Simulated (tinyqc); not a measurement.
Changing the island volume V: strain-driven roughening and islands of a mismatched epitaxial film. Computed by tinyqc, a small Python program. Command: `OMP_NUM_THREADS=1 python tinyqc.py 3007086 3007087 out.jsonl island sweep`. One thread of a shared host (Intel(R) Xeon(R) Processor @ 2.30GHz), about 0.01 s of CPU time with the checks.

Film and substrate share isotropic elastic constants; the film is coherent and biaxially strained.

Inputs (values chosen for the exercise, modelled on Si(0.5)Ge(0.5) on Si):
```
quantity,value,unit
misfit |f|,0.0204,-
shear modulus G,58.4,GPa
Poisson ratio nu,0.24,-
surface energy gamma,1.14,J/m^2
contact angle of the shallow shape theta_1,10.6,degrees
contact angle of the steep shape theta_2,27.6,degrees
facet energy of shape 1 over gamma,1.002,-
facet energy of shape 2 over gamma,1.023,-
```

Constants: e = 1.602176634e-19 C.

Method:
- M = 2 G (1 + nu)/(1 - nu); stress = M f; energy density w = M f^2.
- Shallow faceted island (Tersoff form): E = 4 Gam V^(2/3) tan^(1/3)(theta) - 6 c V tan(theta), Gam = gamma [x/sin(theta) - 1/tan(theta)], x the facet energy over gamma, c = stress^2 (1 - nu)/(2 pi G).
- The barrier is the maximum of E, at V_c = [4 Gam/(9 c)]^3 / tan^2(theta) (1 GPa nm = 1 J/m^2).
- The two energies cross at V_x^(1/3) = 4 [Gam_2 t2^(1/3) - Gam_1 t1^(1/3)]/(6 c (t2 - t1)), t = tan(theta); mu = dE/dV.

One run for each value:
```
island volume V (nm^3),E of shape 1 (eV),E of shape 2 (eV)
34,1.0249e+01,5.0213e+01
70,1.3301e+01,7.2087e+01
150,1.4725e+01,9.9194e+01
310,9.2739e+00,1.2011e+02
650,-1.5994e+01,1.0964e+02
1400,-9.5985e+01,-1.0757e+01
2800,-2.7909e+02,-3.7108e+02
5900,-7.4345e+02,-1.4053e+03
12000,-1.7482e+03,-3.8057e+03
26000,-4.2232e+03,-9.9924e+03
```

Describe and explain the trends.

Over the rows, E of shape 1 (eV) goes from 10.2 through a maximum among these rows, 14.7 at 150, to -4220; E of shape 2 (eV) goes from 50.2 through a maximum among these rows, 120 at 310, to -9990. Each curve rises while the surface term V^(2/3) rules, peaks at V_c, passes zero at (3/2)^3 V_c and then falls with the volume term.

Caution (all rows): the shallow-slope form overstates the relaxation of facets steeper than about 25 degrees.

Extremes, crossings and ranges named in words are read from the listed rows.
